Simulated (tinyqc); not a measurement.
Changing the salt concentration c: a particle near a wafer in liquid: double-layer and van der Waals forces (DLVO), deposition barrier and removal. Computed by tinyqc, a small Python program. Command: `OMP_NUM_THREADS=1 python tinyqc.py 3111054 3111055 out.jsonl dlvo sweep`. One thread of a shared host (Intel(R) Xeon(R) Processor @ 2.30GHz), about 0.01 s of CPU time with the checks.

Sphere and flat wall, Derjaguin approximation, constant potentials in the linear-superposition form, no retardation and no hydration force.

Inputs (values chosen for the exercise, of the order of those for silica on silicon in water):
```
quantity                             value  unit
particle radius R                       82    nm
Hamaker constant A                 1.4e-20     J
potential of the particle psi_1        -10    mV
potential of the wafer psi_2           -18    mV
valence z of the symmetric salt          1     -
temperature T                          343     K
dielectric constant of the liquid     63.7     -
```

Constants: e = 1.602176634e-19 C; N_A = 6.02214076e+23 1/mol; eps_0 = 8.8541878128e-12 F/m; k_B = 1.380649e-23 J/K; k_B = 8.617333262e-05 eV/K.

Method:
- kappa^2 = 2 z^2 e^2 N_A (1000 c)/(eps eps_0 k_B T); gamma_i = tanh(z e psi_i/(4 k_B T)); Z = 64 pi eps eps_0 (k_B T/(z e))^2 gamma_1 gamma_2.
- U(h) = Z R exp(-kappa h) - A R/(6 h); F(h) = -dU/dh = kappa Z R exp(-kappa h) - A R/(6 h^2), positive for repulsion.
- F = 0 reads x^2 exp(-x) = y with x = kappa h and y = A kappa/(6 Z); the left side peaks at x = 2 with 4/e^2 = 0.5413, so roots exist for smaller y: x < 2 is the barrier, x > 2 the secondary minimum.

One run for each value; columns: (1) salt concentration c (mol/L); (2) barrier height (k_B T); (3) energy at the secondary minimum (k_B T); (4) Debye length (nm); (5) position of the barrier (nm):
```
(1)        (2)     (3)    (4)    (5)
0.00001  15.93  -0.047  92.95  14.14
0.00003  14.14  -0.088  53.66  11.04
0.00010  11.62  -0.179  29.39   8.52
0.00030   8.71  -0.345  16.97   6.85
0.00100   4.76  -0.726   9.29   5.60
0.00300   0.53  -1.494   5.37   5.03
```

Over the rows, barrier height (k_B T) falls from 15.9 to 0.533 (exponent d ln y / d ln x -0.11 between the first rows and -2.0 between the last); energy at the secondary minimum (k_B T) falls from -0.0470 to -1.49 (exponent d ln y / d ln x 0.57 between the first rows and 0.66 between the last); Debye length (nm) falls from 92.9 to 5.37 (exponent d ln y / d ln x about -0.50 throughout).  Left out: 0.0100, 0.0300, 0.100, 0.300, 1.00 (a listed quantity is not defined there).

Caution (rows 1.00e-5, 3.00e-5, 1.00e-4): kappa R is not large, so the Derjaguin approximation is only rough at gaps of the order of the Debye length.

Extremes, crossings and ranges named in words are read from the listed rows.
